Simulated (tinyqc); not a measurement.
Worked calculation: Wannier exciton and Elliott formula. Values are carried at full precision from step to step, so a last printed digit may differ when a step is redone from the rounded ones.

Constants: Ry = 13.60569312 eV; a0 (Bohr radius) = 0.5291772105 angstrom; hbar^2/2m0 = 3.80998211 eV angstrom^2; kB = 8.617333262e-05 eV/K; e/hbar = 1.519267448e-05 1/(T angstrom^2); muB = 5.788381798e-05 eV/T.

Values chosen for the exercise (near those of Ge at its direct gap; not measured data): me = 0.038 m0 (electron mass); mh = 0.116 m0 (hole mass); eps = 16.1 (dielectric constant); Eg = 0.877 eV (gap); N = 0.013 x 1e16/cm^3 (density of pairs); T = 4 K (temperature); B = 0.3 T (magnetic field).

## Exciton units

1/mu = 1/me + 1/mh, Ry* = Ry mu/eps^2, a* = a0 eps/mu.

mu = 0.02862 m0
Ry* = 1.502 meV
a* = 297.65 angstrom

## Hydrogen-like series

Binding Ry*/n^2 in three dimensions and Ry*/(n - 1/2)^2 in two; strengths relative to n = 1 go as 1/n^3 and (1/2)^3/(n - 1/2)^3. Lines at Eg less the binding.

Series:
```
n  3D binding (meV)  3D line (eV)  3D strength  2D binding (meV)  2D line (eV)  2D strength
1              1.50        0.8755       1.0000              6.01        0.8710       1.0000
2              0.38        0.8766       0.1250              0.67        0.8763       0.0370
3              0.17        0.8768       0.0370              0.24        0.8768       0.0080
4              0.09        0.8769       0.0156              0.12        0.8769       0.0029
```

## Free pairs and excitons

Saha balance n^2/n_x = K = (mu kB T/(4 pi c))^(3/2) exp(-Ry*/kB T) with n + n_x = N, 1s excitons only, equal spin counts for excitons and free pairs; free share f = 2/(1 + sqrt(1 + 4N/K)); c = hbar^2/2m0, Ry* = Ry mu/eps^2, 1/mu = 1/me + 1/mh, 1/angstrom^3 = 1e24/cm^3.

Give K and f.

K = 0.0001197 x 1e16/cm^3
free share = 0.09146

N a*^3 = 0.0034, below the Mott range of about 0.01 to 0.02.

## Diamagnetic shift

For the 1s state dE = (e B)^2 <x^2 + y^2>/(8 mu m0) = c ((e/hbar) B)^2 a*^2/(2 mu), c = hbar^2/2m0; it holds while gamma = muB B/(mu Ry*) is small.

dE = 0.1225 meV
gamma = 0.404

gamma is not small, so the true shift falls below this value and turns linear in B.

## Checks

- 1s binding from the radial equation by finite differences against Ry*, meV: both 1.50.

tinyqc: `OMP_NUM_THREADS=1 python tinyqc.py 1252052 1252053 out.jsonl`; about 0.01 s, one thread, shared Intel(R) Xeon(R) Processor @ 2.30GHz.
